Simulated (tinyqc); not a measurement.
Field dependence: Hall effect and magnetoresistance of several carrier groups with constant relaxation times. Computed by tinyqc, a small Python program. Command: `OMP_NUM_THREADS=1 python tinyqc.py 3019063 3019064 out.jsonl hall2 walk`. One thread of a shared host (Intel(R) Xeon(R) Processor @ 2.30GHz), about 0.01 s of CPU time with the checks.

Group 1 has charge +e and group 2 charge +e; s_i is that sign. B lies along z; mu B is formed with mu in m^2/(V s).

Inputs (values chosen for the exercise, for a model conductor):
```
quantity,value,unit
density n1,5.4e+13,1/cm^2
mobility mu1,3000,cm^2/(V s)
density n2,6.3e+14,1/cm^2
mobility mu2,530,cm^2/(V s)
```

Carriers: light and heavy holes. Densities: per area (a thin layer).

Constants: e = 1.602176634e-19 C.

Method:
- Weak field: R_H(0) = sum s_i n_i mu_i^2/(e (sum n_i mu_i)^2); MR = c B^2 with c = n1 n2 mu1 mu2 (s1 mu1 - s2 mu2)^2/(n1 mu1 + n2 mu2)^2. Strong field: R_H = 1/(e sum s_i n_i); rho_xx saturates at (n1/mu1 + n2/mu2)/(e (sum s_i n_i)^2).
- sigma_xx = sum n_i e mu_i/(1 + mu_i^2 B^2); sigma_xy = sum s_i n_i e mu_i^2 B/(1 + mu_i^2 B^2).
- rho_xx = sigma_xx/(sigma_xx^2 + sigma_xy^2); Hall coefficient R_H = sigma_xy/(B (sigma_xx^2 + sigma_xy^2)), with B in V s/cm^2 (1 T = 1e-4 V s/cm^2); magnetoresistance MR = rho_xx(B)/rho_xx(0) - 1.

saturation MR = 27.9009 %

Against the field:
```
B (T),mu1 B,rho_xx (ohm),R_H (cm^2/C),MR (%)
0.17,0.051,12.591,16816,3.8729e-02
0.5,0.15,12.628,16735,3.3150e-01
1.3,0.39,12.850,16248,2.0974e+00
3.3,0.99,13.793,14179,9.5906e+00
8.3,2.49,15.284,10910,2.1433e+01
20,6,15.924,9506,2.6522e+01
50,15,16.069,9189,2.7671e+01
130,39,16.094,9134,2.7867e+01
400,120,16.097,9126,2.7897e+01
```

What does the comparison show, and why?

MR starts as B^1.99 and ends as B^0.00; it saturates at 27.9 %. One group alone would show no magnetoresistance in this model. The rows with mu1 B well above 1 show the semiclassical limit; Landau quantisation is left out. Fields above 100 T are beyond ordinary laboratory magnets.
